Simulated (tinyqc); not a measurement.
Bandgap voltage reference from two bipolar transistors: one step of the calculation.

Two transistors of area 1 and N carry the same current I. Is(T) = Is (T/T0)^eta exp[(Vg0 q/kB)(1/T0 - 1/T)], VBE1 = Vt ln(I/Is(T)) + I rb, VBE2 = Vt ln(I/(N Is(T))) + I rb/N. The amplifier forces I R1(T) = VBE1 - VBE2 + Vos, with R(T) = R (1 + tc (T - T0)) for both resistors, and the output is Vref = VBE1 + I R2(T). Base currents and the Early effect are neglected.

Task. Operating point at the reference temperature. Vt = kB T/q; I = (Vt ln N + Vos)/(R1(T) - rb (1 - 1/N)). Evaluate at T = T0.

Parameters, values chosen for the exercise; values of the order met in silicon bipolar transistors:
```
symbol,value,unit,meaning
T0,300,K,reference temperature
Vg0,1.205,V,band-gap voltage extrapolated to 0 K
eta,4.3,,temperature exponent of the saturation current
Is,5.5e-18,A,saturation current of the unit transistor at T0
N,4,,area ratio of the second transistor
R1,10,kohm,"resistor across which the difference of VBE falls, at T0"
tc,0,ppm/K,temperature coefficient of both resistors
Vos,0,mV,offset of the amplifier
rb,0,ohm,series resistance of the unit transistor
R2,173.6,kohm,output resistor at T0
```

Constants: q = 1.602176634e-19 C, kB = 1.380649e-23 J/K. Results are converted to the units shown.

Give: Vt; I; Is(T); VBE1; I R2; Vref.

Result.

Vt = 0.025852 V
I = 3.5838 uA
Is(T) = 5.5000e-18 A
VBE1 = 0.70324 V
I R2 = 0.62216 V
Vref = 1.3254 V

Numbers from tinyqc (`OMP_NUM_THREADS=1 python tinyqc.py 2062018 2062019 out.jsonl`; about 0.02 s on one thread of a shared Intel Xeon 2.30GHz).
